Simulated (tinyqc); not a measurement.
# Surface Green function of a dimerised chain, Sancho-Rubio decimation, step by step

Program tinyqc, `OMP_NUM_THREADS=1 python tinyqc.py 2680030 2680031 out.jsonl`; Intel Xeon 2.30GHz, shared host, one thread, about 0.01 s. Printed values are rounded.

A semi-infinite lead of cells 0, 1, 2, ... with H0 inside a cell and H1 = <cell i|H|cell i + 1>. Cell A, B with A at the surface; -t1 joins A and B, -t2 joins B to the next A. z = E + i eta.

Values chosen for this exercise: hopping inside the cell t1 = 1.33 eV; hopping between cells t2 = 1 eV; site energy, +dl on A and -dl on B dl = 0 eV; energy E = 0.07 eV; broadening eta = 0.04 eV.

## The blocks

Read off from the list of hoppings.

H0 (eV):
```
       A      B
A      0  -1.33
B  -1.33      0
```

H1 (eV):
```
    A  B
A   0  0
B  -1  0
```

## Round 1: decimation

Start with e_s = e = H0, a = H1, b = H1^dagger. Each round: g = (z - e)^(-1); e_s <- e_s + a g b; e <- e + a g b + b g a; a <- a g a; b <- b g b (all with the old a, b). Round k joins cells 2^k apart.

g (1/eV):
```
                       A                      B
A  -0.0395743-0.0227807i   0.7532774+0.0023892i
B   0.7532774+0.0023892i  -0.0395743-0.0227807i
```

e_s after round 1 (eV):
```
                     A                    B
A   0.000000+0.000000i  -1.330000+0.000000i
B  -1.330000+0.000000i  -0.039574-0.022781i
```

e after round 1 (eV):
```
                     A                    B
A  -0.039574-0.022781i  -1.330000+0.000000i
B  -1.330000+0.000000i  -0.039574-0.022781i
```

a after round 1 (eV):
```
                      A                     B
A  0.0000000+0.0000000i  0.0000000+0.0000000i
B  0.7532774+0.0023892i  0.0000000+0.0000000i
```

b after round 1 (eV):
```
                      A                     B
A  0.0000000+0.0000000i  0.7532774+0.0023892i
B  0.0000000+0.0000000i  0.0000000+0.0000000i
```

## Round 2: decimation

As before.

g (1/eV):
```
                       A                      B
A  -0.0619463-0.0361380i   0.7552774+0.0059014i
B   0.7552774+0.0059014i  -0.0619463-0.0361380i
```

e_s after round 2 (eV):
```
                     A                    B
A   0.000000+0.000000i  -1.330000+0.000000i
B  -1.330000+0.000000i  -0.074594-0.043509i
```

e after round 2 (eV):
```
                     A                    B
A  -0.074594-0.043509i  -1.330000+0.000000i
B  -1.330000+0.000000i  -0.074594-0.043509i
```

a after round 2 (eV):
```
                      A                     B
A  0.0000000+0.0000000i  0.0000000+0.0000000i
B  0.4285391+0.0060671i  0.0000000+0.0000000i
```

b after round 2 (eV):
```
                      A                     B
A  0.0000000+0.0000000i  0.4285391+0.0060671i
B  0.0000000+0.0000000i  0.0000000+0.0000000i
```

## Round 3: decimation

As before.

g (1/eV):
```
                       A                      B
A  -0.0817210-0.0487090i   0.7577058+0.0104267i
B   0.7577058+0.0104267i  -0.0817210-0.0487090i
```

e_s after round 3 (eV):
```
                     A                    B
A   0.000000+0.000000i  -1.330000+0.000000i
B  -1.330000+0.000000i  -0.089345-0.052877i
```

e after round 3 (eV):
```
                     A                    B
A  -0.089345-0.052877i  -1.330000+0.000000i
B  -1.330000+0.000000i  -0.089345-0.052877i
```

a after round 3 (eV):
```
                      A                     B
A  0.0000000+0.0000000i  0.0000000+0.0000000i
B  0.1390674+0.0058545i  0.0000000+0.0000000i
```

b after round 3 (eV):
```
                      A                     B
A  0.0000000+0.0000000i  0.1390674+0.0058545i
B  0.0000000+0.0000000i  0.0000000+0.0000000i
```

## Course of the decimation

Stop when the largest entry of a and b is below 1e-12 eV, or after 60 rounds. The last column is -Im Tr (z - e_s)^(-1)/pi. At the end g_s = (z - e_s)^(-1), and the bulk Green function is (z - e)^(-1).

Course of the iteration:
```
round  largest |a|, |b| (eV)  surface density of states (1/eV)
1                      0.753                        0.01871010
2                      0.429                        0.02256559
3                      0.139                        0.02431365
4                     0.0147                        0.02453701
5                    1.64e-4                        0.02453991
6                    2.04e-8                        0.02453991
7                    < 1e-13                        0.02453991
```

Converged in 7 rounds, which stand for 2^7 cells. E lies outside the bands, where the waves decay by themselves, so few rounds suffice whatever eta is.

## Self-energy, Dyson check and densities of states

converged surface Green function g_s (1/eV):
```
                       A                      B
A  -0.0910113-0.0540924i   0.7550429+0.0055842i
B   0.7550429+0.0055842i  -0.0395712-0.0230020i
```

converged bulk Green function (1/eV):
```
                       A                      B
A  -0.0909542-0.0552841i   0.7589796+0.0131274i
B   0.7589796+0.0131274i  -0.0909542-0.0552841i
```

Sigma = H1 g_s H1^dagger is what the lead adds to one more cell, and (z - H0 - Sigma)^(-1) must give g_s back. Densities of states: -Im of the diagonals over pi.

Sigma (eV):
```
                        A                        B
A  0.00000000+0.00000000i   0.00000000+0.00000000i
B  0.00000000+0.00000000i  -0.09101128-0.05409244i
```

(z - H0 - Sigma)^(-1) (1/eV):
```
                       A                      B
A  -0.0910113-0.0540924i   0.7550429+0.0055842i
B   0.7550429+0.0055842i  -0.0395712-0.0230020i
```

```
orbital  surface density of states (1/eV)  bulk density of states (1/eV)
A                              0.01721816                     0.01759749
B                              0.00732175                     0.01759749
```

The surface cell holds 0.0245 states per eV against 0.0352 for a bulk cell.
